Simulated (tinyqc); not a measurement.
What each parameter does: Wannier-Stark ladder of a miniband.

One state in each well j = -(Nw - 1)/2 ... (Nw - 1)/2: H_jj = j e F d, H_(j,j+1) = -W/4; 1 kV/cm = 0.01 meV/angstrom. In an infinite chain the levels are j e F d and the state of well 0 has amplitude J_j(x) in size on well j, x = W/(2 e F d).

Values chosen for the exercise (near those of an InGaAs/InAlAs superlattice; the results hold for these values, not for the real material): W = 22 meV (miniband width); d = 116 angstrom (period); F = 4.2 kV/cm (field); Nw = 7 (wells).

e F d, x, J_0(x)^2 and the lowest level of the finite stack.

One parameter was then changed.

Results before and after:
```
case     e F d (meV)      x  J_0^2  lowest level (meV)
base            4.87  2.258  0.006              -19.03
changed         4.87  2.258  0.006              -23.90
```

Which of these changes was made? (a) Nw = 9; (b) F = 5.88 kV/cm; (c) W = 28 meV; (d) d = 124 angstrom.
Answer: (a) Nw = 9. Of the candidates, run in turn, only this one gives the changed row.

All candidates:
```
case              e F d (meV)      x  J_0^2  lowest level (meV)
base                     4.87  2.258  0.006              -19.03
W = 28 meV               4.87  2.874  0.046              -21.01
d = 124 angstrom         5.21  2.112  0.026              -19.87
F = 5.88 kV/cm           6.82  1.613  0.201              -24.03
Nw = 9                   4.87  2.258  0.006              -23.90
```

Computed by tinyqc, a small Python program: `OMP_NUM_THREADS=1 python tinyqc.py 1281281 1281282 out.jsonl` (the numbers bound the seed that draws the inputs); one thread of a shared host (Intel(R) Xeon(R) Processor @ 2.30GHz), about 0.01 s for the whole set of steps.
